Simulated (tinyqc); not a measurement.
Inside a calculation. Method: plane-wave Kohn-Sham cycle with exchange-only LDA in a layered model solid. Computed by tinyqc, a small Python program that keeps every step. Settings: points = 16, plane-wave index or count = 3, electrons = 2, k points = 2, area = 20.0, mixing = 0.3, iteration cap = 73, Kerker q0 = 1.3. Command: `OMP_NUM_THREADS=1 python tinyqc.py 22525 22526 out.jsonl` (the two numbers bound the seeds that draw the settings). One thread of a shared host (Intel(R) Xeon(R) Processor @ 2.60GHz), about 0.02 s of CPU time with the checks.

A solid whose potential varies along x alone (atomic units):
```
parameter                      value
period a                   10.700000
cross-section of the cell  20.000000
electrons per cell                 2
grid points                       16
plane waves -n..n, n               3
k points                           2
V1 in V1 cos(2 pi x/a)     -0.240000
```

Stop when sqrt(dV sum R^2) is below 1e-8, dV = a A/N.

Course of the cycle:
```
iteration  E (hartree)  norm of the residual
1          -0.52723044              1.44e-01
2          -0.50071547              1.31e-01
3          -0.47774373              1.20e-01
4          -0.45810759              1.09e-01
5          -0.44151141              9.93e-02
6          -0.42763439              9.01e-02
7          -0.41615767              8.15e-02
8          -0.40677571              7.34e-02
9          -0.39920095              6.59e-02
10         -0.39316576              5.88e-02
11         -0.38842354              5.22e-02
...                ...                   ...
63         -0.37419220              4.24e-05
64         -0.37419220              3.71e-05
65         -0.37419220              3.25e-05
66         -0.37419220              2.84e-05
67         -0.37419220              2.49e-05
68         -0.37419220              2.18e-05
69         -0.37419220              1.90e-05
70         -0.37419220              1.67e-05
71         -0.37419220              1.46e-05
72         -0.37419220              1.27e-05
73         -0.37419220              1.12e-05
```

Can the last value be used, and what does the course show?

Not by the stop rule, although the second column moves by less than 1e-07 over the last three steps. Not converged within 73 iterations: the residual falls steadily but slowly, by a factor of about 0.87 a step. Reruns (cap 100 unless said): mixing 0.1: not converged; mixing 0.5, Kerker q0 1.0: converged in 52 (E = -0.37419); mixing 0.3, Pulay depth 5: converged in 22 (E = -0.37419); the original settings with a cap of 400: converged in 126 (E = -0.37419).
